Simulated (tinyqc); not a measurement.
Single-band model of a thermoelectric material: one step, computed by the program tinyqc. Command: `OMP_NUM_THREADS=1 python tinyqc.py 3010188 3010189 out.jsonl thermo walk`. One thread of a shared host (Intel(R) Xeon(R) Processor @ 2.30GHz), about 0.01 s of CPU time with the checks.

One spherical band, one scattering law, no minority carriers and no phonon drag. In a real material minority carriers limit |S| to about E_g/(2 e T), so larger values are formal. eta = E_F/(k_B T) is counted from the band edge; f = 1/(1 + exp(x - eta)).

Task: Limiting formulas for the Seebeck coefficient. Classical: |S| = (k_B/e)[r + 5/2 - ln(n/N_c)], N_c = (3 sqrt(pi)/4) N_0. Degenerate (Mott): |S| = (pi^2/3)(k_B/e)(r + 3/2)/eta_F, eta_F = (n/N_0)^(2/3).

Inputs (values chosen for the exercise, modelled on n-type Mg3Sb2): carrier density n = 7.8e+19 1/cm^3; temperature T = 540 K.

Band: parabolic. Scattering: acoustic phonons, r = -0.5.

Seebeck coefficient |S| = 185.6155 microvolt/K

N_0 = 5.992616e+19 1/cm^3

Constants: k_B = 8.617333262e-05 eV/K.

Give: Seebeck coefficients.

Result:

Seebeck coefficients:

| formula | \|S\| (microvolt/K) | deviation (%) |
|---|---|---|
| full integral | 185.62 | 0.000 |
| classical | 174.16 | -6.170 |
| degenerate | 237.81 | 28.120 |
